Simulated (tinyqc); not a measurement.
# A square-lattice strip 2 sites wide in a magnetic flux, recursive Green functions: what changes with what

The device has N = 3 slices of 2 site(s), nearest-neighbour hopping -t, and site energies U; the leads are semi-infinite continuations with site energy 0 and no flux. The hopping from slice i to i + 1 inside the device carries the phase exp(2 pi i f j) on row j = 1, 2, ...: V = <i+1|H|i> = -t diag(exp(2 pi i f j)).

Values chosen for this exercise: hopping (matrix element -t) t = 1 eV; site energies, slice by slice (2 a slice) U = [-0.7, -0.07, -0.54, -0.61, 0.73, 0.52] eV; energy E = -0.88 eV; magnetic flux through each plaquette inside the device f = 0.3 h/q.

Each table varies one quantity; the others keep the values above.

## Effect of the flux

Transverse modes n = 1..2: chi_n(j) = sqrt(2/3) sin(pi n j/3), energy e_n = -2 t cos(pi n/3). Sigma = t^2 sum_n chi_n chi_n^T g(E - e_n), g(x) = (x - i sqrt(4 t^2 - x^2))/(2 t^2) for |x| < 2 t and (x - sign(x) sqrt(x^2 - 4 t^2))/(2 t^2) otherwise; Gamma = i (Sigma - Sigma^dagger); both leads give the same. Forward pass: g_1 = (E - H_1 - Sigma)^(-1), g_i = (E - H_i - V g_(i-1) V^dagger)^(-1), with Sigma also subtracted on the last slice; G_(i,1) = g_i V G_(i-1,1), starting from g_1. H_i is the block of slice i: its site energies on the diagonal and -t between neighbouring rows. T(E) = Tr[Gamma G_(N,1) Gamma G_(N,1)^dagger].

Result of one run:
```
f (h/q)	T(E)
0	1.1022
```

What becomes of these results when the magnetic flux through each plaquette inside the device f is changed from 0 to 0.3 h/q, all else the same?

Result of the changed run:
```
f (h/q)	T(E)
0.3	0.77560
```

The whole series:
```
f (h/q)	T(E)
-0.5	0.65584
-0.4	0.69416
-0.3	0.77560
-0.2	0.86136
-0.1	1.0344
0	1.1022
0.1	1.0344
0.2	0.86136
0.3	0.77560
0.4	0.69416
0.5	0.65584
```

T(E) is the same at f and -f, as it must be for two terminals, and repeats with period 1 in f. It is 1.10 without flux, 0.656 at half a quantum, and lies between 0.656 and 1.10 in these rows.

## The device repeated

Same model as above.

The list U is repeated k times, so the device has k N slices.

Result of one run:
```
k	T(E)	ln T(E)
8	0.52565	-0.64312
```

What becomes of these results when the number of repeats k is changed from 8 to 6, all else the same?

Result of the changed run:
```
k	T(E)	ln T(E)
6	0.22048	-1.5120
```

The whole series:
```
k	T(E)	ln T(E)
1	0.77560	-0.25412
2	0.35086	-1.0474
3	0.22945	-1.4720
4	0.18948	-1.6635
5	0.18753	-1.6738
6	0.22048	-1.5120
8	0.52565	-0.64312
10	0.84343	-0.17027
12	0.29261	-1.2289
```

T(E) moves between 0.188 and 0.843 and does not die away: at least one band of the periodic structure that the repeats form is open at this energy.

## Effect of the strength of the potential

Same model as above.

All U are multiplied by the factor sc.

Results:
```
sc	T(E)	reflection, modes - T(E)
0	1.009	0.9914
0.38	0.9650	1.035
0.75	0.8593	1.141
1.12	0.7371	1.263
1.5	0.6399	1.360
2.25	0.6679	1.332
2.62	0.8039	1.196
3	0.7790	1.221
```

Estimate the missing row, sc = 1.88.

Computed row:
```
sc	T(E)	reflection, modes - T(E)
1.88	0.6069	1.393
```

With this row back in the table: T(E) moves up and down between 0.607 and 1.01. At sc = 0 the flux alone reflects 0.991 of the 2 open mode(s).

Numbers from tinyqc (`OMP_NUM_THREADS=1 python tinyqc.py 2660129 2660130 out.jsonl`; about 0.01 s on one thread of a shared Intel Xeon 2.30GHz).
